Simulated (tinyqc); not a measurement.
Width of the inclusion: polytypes by hexagonality, and a cubic inclusion as a quantum well.

Gap: E3 + (E2 - E3) h. Valence top Ev2 h and polarisation P2 h, both counted from 3C; Ec = Ev + gap.

A cubic inclusion of width L = N d in the host (h = 1) is a well of depth V = Ec(host) - Ec(3C). Square well with mass mismatch: k tan(k L/2) = (m_w/m_b) q, k = sqrt(m_w E/c), q = sqrt(m_b (V - E)/c), c = hbar^2/2m0, lowest root. The depth of the level, V - E, is its binding, and the transition to the valence top of the host is gap(host) - (V - E). The step in polarisation gives a field |F| = |P|/(eps eps0) in a thin inclusion, eps0 = 8.8541878e-12 F/m.

Constants: hbar^2/2m0 = 3.80998211 eV angstrom^2.

Inputs chosen for the exercise (of the order of those of InAs; shifted at random, so the results belong to these values and not to a real crystal):
- E3 = 0.412 eV (gap of the cubic polytype)
- E2 = 0.46 eV (gap of 2H)
- Ev2 = 0.05 eV (valence top of 2H above that of 3C)
- P2 = 0.0017 C/m^2 (spontaneous polarisation of 2H)
- m = (0.027, 0.026) m0 (electron mass along c in the cubic layer and in the host)
- d = 3.49 angstrom (thickness of a double layer)
- eps = 14.9 (dielectric constant)

Without the field: square well. With it, the potential inside is |F| (z - L/2), the host conduction edge lies at V - |F| L/2 on one side and V + |F| L/2 on the other, and the lowest level E_F is found by finite differences (step 0.25 angstrom, wide box, good to about 1 meV). Holes sit in the host on the high side, so the transition is gap(host) - V + E_F - |F| L/2. A dash: bound by less than 2 meV or not at all.

Results:

| N | L (angstrom) | depth (eV) | transition (eV) | depth below the low side, with field (eV) | transition with field (eV) |
|---|---|---|---|---|---|
| 2 | 6.98 | 0.001 | 0.459 | - | - |
| 4 | 13.96 | 0.003 | 0.457 | - | - |
| 6 | 20.94 | 0.007 | 0.453 | - | - |
| 10 | 34.90 | 0.016 | 0.444 | - | - |
| 20 | 69.80 | 0.040 | 0.420 | 0.008 | 0.362 |
| 30 | 104.70 | 0.058 | 0.402 | 0.012 | 0.313 |

Give the missing row, N = 15, L (angstrom) = 52.35.

Computed row:
```
N   L (angstrom)  depth (eV)  transition (eV)  depth below the low side, with field (eV)  transition with field (eV)
15         52.35       0.029            0.431                                      0.005                       0.388
```

The square well binds a level even at N = 2 (1 meV), as any symmetric one-dimensional well does; the depth grows to 58 of 98 meV, and the transition tends to E3 - Ev(host) = 0.362 eV. With the field the level is bound by 2 meV or more for N = 15, 20 and 30, and the transition is lowered by 44 meV at N = 15 and 89 meV at N = 30, where |F| L/2 = 67 meV. Free carriers or surface charge screen the field and the step between the two sides; with the field removed every row returns to its square-well depth, and the attraction to the hole, left out here, binds the electron further.

tinyqc: `OMP_NUM_THREADS=1 python tinyqc.py 1850375 1850376 out.jsonl`; about 0.1 s, one thread, shared Intel(R) Xeon(R) Processor @ 2.30GHz.
